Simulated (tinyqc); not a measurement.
# Off-state leakage of single and stacked transistors: two studies

n-channel devices of unit width. Subthreshold current I(Vg, Vs, Vd) = I0 (T/300 K)^0.5 exp[(Vg - Vs - VT(T) - gb (Vs - Vb) + dd (Vd - Vs))/(nf Vt)] (1 - exp(-(Vd - Vs)/Vt)), VT(T) = VT - cT (T - 300 K). Gate-edge tunnelling Ig (Vd/1 V) exp(ag (Vd - 1 V)), for a gate at 0 V, and band-to-band leakage Ab u exp(-Bb/u), u = Vd - Vb + 1 V, flow at a drain held at V; both are taken as independent of T. In a stack of off transistors (all gates at 0 V) the same subthreshold current passes through each.

Parameters, values chosen for the exercise; values of the order met in bulk silicon logic transistors: temperature T = 358 K; supply voltage V = 0.9 V; threshold at 300 K, zero drain and body bias VT = 0.25 V; fall of the threshold with temperature cT = 0.5 mV/K; current at threshold at 300 K I0 = 0.11 uA/um; slope factor nf = 1.24; drain-induced lowering per volt dd = 0.04; rise of the threshold per volt of source-body bias gb = 0.14; gate-edge tunnelling current at 1 V Ig = 1e-5 uA/um; exponential slope of the gate current ag = 5 1/V; prefactor of band-to-band leakage at the drain Ab = 1 uA/(um V); its exponential voltage Bb = 23 V; body voltage Vb = -0.3 V.

Constants: q = 1.602176634e-19 C, kB = 1.380649e-23 J/K, Vt = kB T/q. Results are converted to the units shown.

Each table varies one quantity; the others keep the values above.

## Subthreshold current against the height of the stack

All n gates at 0 V, bottom source at 0 V, top drain at V; node voltages follow from equal currents.

Subthreshold current against the height of the stack:

| n | I (nA/um) | reduction factor | drain voltage of the bottom device (mV) | source voltage of the top device (mV) | voltage across the top device (V) |
|---|---|---|---|---|---|
| 1 | 0.3182 | 1.000 | 900.0 | 0 | 0.9000 |
| 2 | 0.09363 | 3.398 | 39.66 | 39.66 | 0.8603 |
| 3 | 0.05505 | 5.780 | 17.63 | 56.87 | 0.8431 |
| 4 | 0.03902 | 8.153 | 11.47 | 68.03 | 0.8320 |
| 5 | 0.03024 | 10.52 | 8.523 | 76.30 | 0.8237 |
| 6 | 0.02468 | 12.89 | 6.784 | 82.88 | 0.8171 |

The second transistor cuts the current by a factor of 3.40, the third by a further 1.70 and the sixth by 1.22. The top device keeps 90.8 % of the supply at n = 6, while the drain voltage of the bottom one falls to 0.220 Vt.

## Leakage components against the supply voltage

Same model as above.

One transistor with Vg = Vs = 0, Vd = V; stack factor I(one)/I(two in series).

Results:

| V (V) | subthreshold (nA/um) | gate edge (nA/um) | band-to-band (nA/um) | total (nA/um) | stack factor | largest part |
|---|---|---|---|---|---|---|
| 0.5 | 0.20942 | 4.1042e-4 | 0.0050811 | 0.21491 | 2.5861 | subthreshold |
| 0.6 | 0.23250 | 8.1201e-4 | 0.010508 | 0.24382 | 2.7591 | subthreshold |
| 0.8 | 0.28659 | 0.0029430 | 0.036784 | 0.32631 | 3.1631 | subthreshold |
| 0.9 | 0.31817 | 0.0054588 | 0.063397 | 0.38703 | 3.3983 | subthreshold |
| 1 | 0.35325 | 0.010000 | 0.10442 | 0.46767 | 3.6590 | subthreshold |
| 1.1 | 0.39218 | 0.018136 | 0.16528 | 0.57560 | 3.9477 | subthreshold |
| 1.2 | 0.43541 | 0.032619 | 0.25260 | 0.72063 | 4.2676 | subthreshold |
| 1.3 | 0.48341 | 0.058262 | 0.37423 | 0.91590 | 4.6218 | subthreshold |
| 1.4 | 0.53669 | 0.10345 | 0.53928 | 1.1794 | 5.0141 | band-to-band |

Estimate the missing row, V = 0.7 V.

Computed row:

| V (V) | subthreshold (nA/um) | gate edge (nA/um) | band-to-band (nA/um) | total (nA/um) | stack factor | largest part |
|---|---|---|---|---|---|---|
| 0.7 | 0.25813 | 0.0015619 | 0.020260 | 0.27995 | 2.9507 | subthreshold |

With this row back in the table: As V goes from 0.5 to 1.4, the total leakage rises from 0.215 to 1.18 nA/um. The subthreshold part leads at V = 0.5, the band-to-band part from 1.4 on. The reduction by a stack of two rises from 2.59 to 5.01, for the subthreshold part alone.

Numbers from tinyqc (`OMP_NUM_THREADS=1 python tinyqc.py 2242215 2242216 out.jsonl`; about 0.03 s on one thread of a shared Intel Xeon 2.30GHz).
